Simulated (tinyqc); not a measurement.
Thermodynamics of metal silicides: hull, first phase, silicon consumed, nucleation and stability against SiO2: one step, computed by the program tinyqc.

Entropies of formation of the solids are neglected, so heats stand for free energies. Si fractions: M5Si3 0.3750, MSi 0.5000, MSi2 0.6667.

Problem. Nucleation of MSi2 from MSi and Si. Where free silicon remains, MSi + Si -> MSi2 gains dH = 3 H(MSi2) - 2 H(MSi) per mole of M; per volume dG = |dH|/V(MSi2); r* = 2 gamma/dG, W* = 16 pi gamma^3/(3 dG^2). For comparison the same with MSi forming from the elements, 2 |H(MSi)|/V(MSi).

Inputs (values chosen for the exercise, of the order of those of titanium silicides for heats and volumes only):
```
quantity                          value          unit
heat of formation of MSi          -67.3  kJ/mol atoms
heat of formation of MSi2         -49.2  kJ/mol atoms
change of interface energy gamma   0.18         J/m^2
temperature T                       700             K
```

Phases: M5Si3, MSi, MSi2.

volumes of the three phases per mole of M (cm^3/mol): 15.3  17.7  26.1

Constants: e = 1.602176634e-19 C; k_B = 8.617333262e-05 eV/K.

Give: dH of the reaction; driving force; critical radius; barrier W*; W*/(k_B T); barrier for MSi from the elements.

Solution.

dH of the reaction = -13 kJ/mol M

driving force = 0.4981 kJ/cm^3

critical radius = 0.7228 nm

barrier W* = 2.458 eV

W*/(k_B T) = 40.75

barrier for MSi from the elements = 0.01055 eV

The barrier is 230 times that of MSi from the elements, since little energy is left to gain: nucleation may then delay this step to a higher temperature.
